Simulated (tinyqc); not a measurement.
Activation against anneal temperature: dopants and charged point defects at anneal temperature: Fermi-level effect, clustering and pairing. Computed by tinyqc, a small Python program. Command: `OMP_NUM_THREADS=1 python tinyqc.py 3030572 3030573 out.jsonl pairing walk`. One thread of a shared host (Intel(R) Xeon(R) Processor @ 2.30GHz), about 0.02 s of CPU time with the checks.

Boltzmann statistics and full ionisation of active dopants. Energies are counted from the valence band; the defect (a vacancy or self-interstitial) has five charge states, with all degeneracy factors one.

Inputs (values chosen for the exercise, with bands modelled on 4H-SiC):
```
quantity                       value   unit
gap at 0 K E_g0                 3.33     eV
Varshni alpha               0.000327   eV/K
Varshni beta                     703      K
electron mass m_e              0.383    m_0
valleys M_c                        3      -
hole mass m_h                   2.04    m_0
anneal temperature T            1490      K
total dopant density N       8.5e+19  cm^-3
site density N_s             2.5e+22  cm^-3
dopant atoms per cluster k         4      -
cluster binding energy E_b         3     eV
```

Dopant: donor. Second part: clustering of the dopant.

Constants: m_0 = 9.1093837015e-31 kg; k_B = 1.380649e-23 J/K; h = 6.62607015e-34 J s; k_B = 8.617333262e-05 eV/K.

Method:
- E_g = E_g0 - alpha T^2/(T + beta).
- N_c = 2 M_c (2 pi m_e k_B T/h^2)^(3/2) and N_v = 2 (2 pi m_h k_B T/h^2)^(3/2), masses in units of m_0.
- n_i = sqrt(N_c N_v) exp(-E_g/2 k_B T); E_i = E_g/2 + (k_B T/2) ln(N_v/N_c).
- n = A/2 + sqrt(A^2/4 + n_i^2) for an active density A.
- k ionised dopants and k carriers form one neutral cluster: C = N_s (A/N_s)^k (n/N_b)^k exp(E_b/k_B T), N_b the effective density of states of the majority band, and N = A + k C (60 bisections in ln A between ln N - 90 and ln N).

Equilibrium activation:
```
T (K)  n_i (cm^-3)  active A (cm^-3)  clusters C (cm^-3)  active share
890     1.9869e+11        4.6616e+18          2.0085e+19       0.05484
1040    6.1772e+12        1.0506e+19          1.8624e+19       0.12360
1190    8.3548e+13        1.9386e+19          1.6403e+19       0.22807
1340    6.4726e+14        3.1134e+19          1.3467e+19       0.36628
1490    3.3885e+15        4.5037e+19          9.9907e+18       0.52985
1640    1.3320e+16        5.9704e+19          6.3241e+18       0.70240
1790    4.2185e+16        7.2738e+19          3.0654e+18       0.85575
```

What does the comparison show, and why?

The active share goes from 0.0548 at 890 K to 0.856 at 1790 K, so a layer activated by a hot, short anneal is metastable and deactivates in later, cooler steps if the dopant can move.
